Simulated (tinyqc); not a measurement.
Metal-interlayer-semiconductor contact, depinning against tunnelling resistance: contact resistivity against the temperature.

Zero bias, n-type semiconductor. Gap states at the semiconductor surface thin out as exp(-be ti), which unpins the barrier; electrons must then cross the interlayer (a rectangular barrier, no voltage drop across it) and the parabolic depleted layer, both by WKB. Energies E are counted from the Fermi level; no image force, parabolic bands.

Nc is given at 400 K and scales as (T/400 K)^1.5. S = 1/(1 + (1/S0 - 1) exp(-be ti)); phiB = S (phiM - chi) + (1 - S)(Eg - E0); xi = Ec - EF deep inside, from Nd = Nc F(-xi/Vt), F(x) = (2/sqrt(pi)) int_0^infinity sqrt(u) du/(1 + exp(u - x)); band bending U = phiB - xi; E00 = (hbar/2) sqrt(Nd/(eps0 eps_r mt m0)) in volts; A = 4 pi q mA m0 kB^2/h^3. With U = phiB - xi: for xi < E < phiB, y = (E - xi)/U and G1 = (U/E00) [sqrt(1 - y) - y ln((1 + sqrt(1 - y))/sqrt(y))], G1 = 0 above phiB; G2 = 2 ti sqrt(mi max(phiB + dE - E, 0)/C), C = hbar^2/(2 m0); f = 1/(1 + exp(E/Vt)); 1/rho_c = (A T^2/Vt^2) times the integral of exp(-G1 - G2) f over E from xi upwards. Shares under 0.001 % are printed as 0; rows without band bending are left out.

Values chosen for this exercise; semiconductor values close to those of silicon; interlayer mass of the order of that in silicon nitride, offset chosen freely:

| symbol | value | unit | meaning |
|---|---|---|---|
| Eg | 1.15 | eV | band gap |
| eps_r | 11.5 |  | relative permittivity |
| chi | 4 | eV | electron affinity |
| Nc | 4.31e19 | cm^-3 | conduction-band density of states at the reference temperature |
| mt | 0.189 | m0 | tunnelling mass in the semiconductor |
| mA | 1.98 | m0 | Richardson mass |
| Nd | 9.8e18 | cm^-3 | donor density |
| E0 | 0.37 | eV | charge-neutrality level above the valence band |
| S0 | 0.28 |  | pinning factor without interlayer |
| phiM | 4.26 | eV | metal work function |
| ti | 1.2 | nm | interlayer thickness |
| dE | 2.12 | eV | conduction-band offset of the interlayer above the semiconductor |
| mi | 0.47 | m0 | tunnelling mass in the interlayer |
| be | 3.3 | 1/nm | decay constant of gap states through the interlayer |

Constants: q = 1.602176634e-19 C, kB = 1.380649e-23 J/K, eps0 = 8.8541878128e-12 F/m, hbar = 1.054571817e-34 J s, h = 6.62607015e-34 J s, m0 = 9.1093837015e-31 kg, Vt = kB T/q, hbar^2/(2 m0) = 0.0380998212 eV nm^2. Results are converted to the units shown.

The same in every row: S = 0.953; phiB (eV) = 0.284.

Results:

| T (K) | E00/Vt | rho_c (ohm cm^2) | rho_c with G2 = 0 (ohm cm^2) | peak of the integrand (eV) | share above phiB (%) |
|---|---|---|---|---|---|
| 150 | 3.05 | 0.482 | 1.10e-6 | 0.0125 | 0 |
| 200 | 2.29 | 0.290 | 7.08e-7 | 0.0304 | 0.00540 |
| 250 | 1.83 | 0.166 | 4.38e-7 | 0.0549 | 0.106 |
| 300 | 1.52 | 0.0943 | 2.69e-7 | 0.0844 | 0.661 |
| 350 | 1.31 | 0.0545 | 1.68e-7 | 0.115 | 2.18 |
| 400 | 1.14 | 0.0328 | 1.08e-7 | 0.145 | 4.93 |
| 500 | 0.915 | 0.0136 | 5.03e-8 | 0.193 | 13.7 |

Estimate the missing row, T = 450 K.

Computed row:

| T (K) | E00/Vt | rho_c (ohm cm^2) | rho_c with G2 = 0 (ohm cm^2) | peak of the integrand (eV) | share above phiB (%) |
|---|---|---|---|---|---|
| 450 | 1.02 | 0.0206 | 7.22e-8 | 0.171 | 8.84 |

With this row back in the table: As T goes from 150 to 500, phiB stays at 0.284 eV and rho_c falls from 0.482 to 0.0136 ohm cm^2. The apparent activation energy is 0.121 eV between the last two rows (from rho_c T against 1/T), against phiB = 0.284 eV for pure thermionic emission. The ratio of rho_c to its value with G2 = 0 runs from 4.38e5 to 2.70e5.

Range of the model: The depletion charge would drop about 0.16 V across such an interlayer (eps_r near 7.5) at ti = 1.2 nm and Nd = 9.8e18 cm^-3, against a band bending of 0.24 V; this model leaves that drop out.

Program tinyqc, `OMP_NUM_THREADS=1 python tinyqc.py 2270024 2270025 out.jsonl`; Intel Xeon 2.30GHz, shared host, one thread, about 0.02 s.
